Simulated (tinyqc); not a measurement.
# Voltage drop against the pad pitch

A grid of 17 by 17 nodes with segments Rx (rows) and Ry (columns); every node draws I1 and the central node kh I1; pads with resistance Rp sit at the nodes whose row and column are multiples of the pitch, counting from 0. The drops u = Vdd - V follow from G u = i, with G the conductance matrix and i the load currents, solved directly.

Parameters, values chosen for the exercise:

| symbol | value | unit | meaning |
|---|---|---|---|
| Vdd | 0.8 | V | supply voltage |
| Rx | 0.27 | ohm | resistance of a horizontal segment |
| Ry | 0.17 | ohm | resistance of a vertical segment |
| Rp | 0.055 | ohm | resistance from a pad node to the supply |
| kh | 8 |  | factor on the load at the hot node |
| I1 | 1.2 | mA | load current of a node in the large grid |

Result of one run:

| pads | worst drop (mV) | mean drop (mV) | largest drop at a pad (mV) | largest pad current (mA) | worst drop over Vdd (%) |
|---|---|---|---|---|---|
| 25 | 2.3545 | 1.8051 | 1.3114 | 23.844 | 0.29431 |

Which pad pitch gave this result: 1, 2, 4 or 8 nodes?

pitch = 4 nodes.

The whole series:

| pitch (nodes) | pads | worst drop (mV) | mean drop (mV) | largest drop at a pad (mV) | largest pad current (mA) | worst drop over Vdd (%) |
|---|---|---|---|---|---|---|
| 1 | 289 | 0.30925 | 0.067599 | 0.30925 | 5.6227 | 0.038656 |
| 2 | 81 | 0.59693 | 0.39697 | 0.54729 | 9.9507 | 0.074616 |
| 4 | 25 | 2.3545 | 1.8051 | 1.3114 | 23.844 | 0.29431 |
| 8 | 9 | 8.6088 | 7.3418 | 3.6037 | 65.523 | 1.0761 |
| 16 | 4 | 32.986 | 27.625 | 4.8840 | 88.800 | 4.1232 |

The worst drop goes from 0.309 to 33.0 mV while the number of pads falls from 289 to 4; between the last two rows it goes as pitch^(1.94). The largest drop at a pad is 100 % of the worst drop in the first row and 14.8 % in the last; the rest falls along the wires.

Numbers from tinyqc (`OMP_NUM_THREADS=1 python tinyqc.py 2770115 2770116 out.jsonl`; about 0.1 s on one thread of a shared Intel Xeon 2.30GHz).
